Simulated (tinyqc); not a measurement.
Equilibrium crystal shape, supported particles, Gibbs-Thomson effect and coarsening: one step, computed by the program tinyqc. Command: `OMP_NUM_THREADS=1 python tinyqc.py 3004002 3004003 out.jsonl wulff walk`. One thread of a shared host (Intel(R) Xeon(R) Processor @ 2.30GHz), about 0.02 s of CPU time with the checks.

A cubic crystal bounded by {100}, {110} and {111} facets only.

Question. The particle on a substrate. Winterbottom: the particle sits on its largest facet family, {111}, with energy gamma_f; the substrate plane cuts the shape at the distance lambda (gamma_f - W_a) below the centre. Height over that of the free particle at the same lambda = (2 gamma_f - W_a)/(2 gamma_f). An isotropic particle with gamma_mean has cos(theta) = W_a/gamma_mean - 1 (Young-Dupre); a film dewets into particles whenever W_a < 2 gamma.

Inputs (values chosen for the exercise, for a model cubic crystal): atoms in the particle N = 650; work of adhesion W_a = 0.3 J/m^2.

gamma (J/m^2): (100) 1.33, (110) 1.62, (111) 1.29

gamma_mean = 1.304325 J/m^2

Give: relative height; contact angle theta.

Answer.

relative height = 0.88372

contact angle theta = 140.35 degrees

W_a is below gamma_f: more than half of the shape shows. Caution: below a few thousand atoms edges and corners add to the energy and facets hold few atoms.
